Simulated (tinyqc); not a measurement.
Bulk transistor, scale length and short-channel effects: two steps of the calculation.

A gate, an insulator of thickness ti and a depleted layer of depth ts on a conducting body. Below threshold the potential that source and drain add obeys Laplace's equation and vanishes on the gate and at the bottom of the depleted layer. Its lowest mode decays along the channel as exp(-k y); k is the smallest positive root of the matching condition at the interface, and the scale length is Lambda = pi/k.

Inputs (values chosen for the exercise); permittivities: semiconductor close to that of In0.53Ga0.47As, insulator close to that of silicon nitride: temperature T = 250 K; relative permittivity of the semiconductor eps_r = 13.7; relative permittivity of the insulator ei = 7.4; insulator thickness ti = 2.8 nm; depletion depth ts = 19 nm; channel length L = 62 nm; potential of the source Vbi = 0.9 V; potential of the barrier top at threshold sT = 0.54 V; long-channel threshold VTL = 0.44 V; long-channel body factor m = 1.27; drain voltage Vds = 0.5 V.

Constants: q = 1.602176634e-19 C, kB = 1.380649e-23 J/K, Vt = kB T/q. Results are converted to the units shown.

Problem 1. Decay constant by Newton steps. f(k) = eps_r sin(k ti) cos(k ts) + ei cos(k ti) sin(k ts); f' by a central difference with +/- 1e-5 1/nm; k(new) = k - f/f'.

k at the start = 0.1275 1/nm

Find: f; f'; k after iteration 1.

Solution 1.

f = 0.96480
f' = -190.85 nm
k after iteration 1 = 0.13256 1/nm

Problem 2. Threshold shift, barrier position and swing. Along the channel psi(y) = s + a exp(y/l) + b exp(-y/l) with psi(0) = Vbi, psi(L) = Vbi + Vds and l = 1/k = Lambda/pi; with A = Vbi - s, B = A + Vds, x = exp(-L/l): a = (B - A x) x/(1 - x^2), b = (A - B x)/(1 - x^2). The minimum is s + 2 sqrt(a b), at y = (l/2) ln(b/a). The long-channel potential follows the gate as s = sT + (Vg - VTL)/m, and the threshold VT is the gate voltage at which the minimum equals sT. Swing = m Vt ln 10/g at threshold, g = d(minimum)/ds = 1 - (b x + a)/((1 + x) sqrt(a b)).

l = 7.5473268 nm

Wanted: s at threshold; a; b; position of the minimum; VT; swing.

Solution 2.

s at threshold = 0.52102 V
a = 2.3783e-4 V
b = 0.37874 V
position of the minimum = 27.823 nm
VT = 0.41589 V
swing = 65.341 mV/decade

The threshold lies 24.1 mV below the long-channel value, and the barrier top sits at 0.45 L from the source.

Computed by the program tinyqc: `OMP_NUM_THREADS=1 python tinyqc.py 2420034 2420035 out.jsonl`, one thread of a shared Intel Xeon 2.30GHz, about 0.01 s for the whole run.
